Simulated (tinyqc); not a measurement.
# A discretised effective-mass wire between two leads, recursive Green functions: two studies

Finite differences on a grid of step a give a chain with hopping -t, t = C/(m a^2), C = hbar^2/(2 m0), and site energies 2 t + U_i for the N = 7 sites of the device; the semi-infinite leads have site energy 2 t. Each slice is one site, and V = -t couples neighbouring slices.

Values chosen for this exercise: effective mass m = 0.2 m0; grid step a = 0.46 nm; potential on the sites 1 to N U = [0.61, 0.61, 0, 0, 0, 0.61, 0.61] eV; energy above the band bottom of the leads E = 0.262 eV.

Constants: q = 1.602176634e-19 C, hbar = 1.054571817e-34 J s, m0 = 9.1093837015e-31 kg, hbar^2/(2 m0) = 0.0380998212 eV nm^2. Results are converted to the units shown.

Each table varies one quantity; the others keep the values above.

## Transmission against energy

Sigma = t^2 g(E - 2 t), g(x) = (x - i sqrt(4 t^2 - x^2))/(2 t^2) for |x| < 2 t and (x - sign(x) sqrt(x^2 - 4 t^2))/(2 t^2) otherwise; Gamma = i (Sigma - Sigma^dagger); both leads give the same. Forward pass: g_1 = (E - H_1 - Sigma)^(-1), g_i = (E - H_i - V g_(i-1) V^dagger)^(-1), with Sigma also subtracted on the last slice; G_(i,1) = g_i V G_(i-1,1), starting from g_1. H_i is the block of slice i, its site energy. T(E) = Tr[Gamma G_(N,1) Gamma G_(N,1)^dagger].

Transmission against energy:
```
E (eV)  open modes      T(E)  T(E) per open mode
0.018            1  2.712e-4            2.712e-4
0.118            1  0.008432            0.008432
0.219            1    0.2518              0.2518
0.319            1    0.2770              0.2770
0.419            1    0.1180              0.1180
0.519            1    0.1133              0.1133
0.619            1    0.1522              0.1522
0.719            1    0.2532              0.2532
0.819            1    0.4800              0.4800
0.92             1    0.8492              0.8492
1.02             1    0.9940              0.9940
1.12             1    0.8357              0.8357
1.22             1    0.6874              0.6874
```

Read the table: what changes, and by how much?

T(E) lies between 2.71e-4 (E = 0.018 eV) and 0.994 (E = 1.02 eV) in these rows. The leads offer 1 open mode(s), of which the mean share 0.39 is transmitted. In 7 of the 13 rows E exceeds 0.6 t, where the lattice band lies more than 5 % below the parabola at the same k, so the grid is coarse for a continuum model.

## Effect of the strength of the potential

Same model as above.

All U are multiplied by the factor sc.

Results:
```
sc        T(E)  reflection, modes - T(E)
0        1.000                         0
0.5     0.6360                    0.3640
0.75    0.6702                    0.3298
1       0.9880                   0.01195
1.25    0.3935                    0.6065
1.5    0.07140                    0.9286
1.75   0.01858                    0.9814
2     0.006321                    0.9937
```

Estimate the missing row, sc = 0.25.

Computed row:
```
sc      T(E)  reflection, modes - T(E)
0.25  0.8203                    0.1797
```

With this row back in the table: T(E) moves up and down between 0.00632 and 1.00. At sc = 0 the device equals the leads and transmits all 1 open mode(s). Between the first two non-zero rows the reflection goes as sc^(1.02); the sc^2 of weak scattering holds only at smaller sc than these rows.

tinyqc, about 0.01 s, one thread, Intel Xeon 2.30GHz (shared host): `OMP_NUM_THREADS=1 python tinyqc.py 2660040 2660041 out.jsonl`
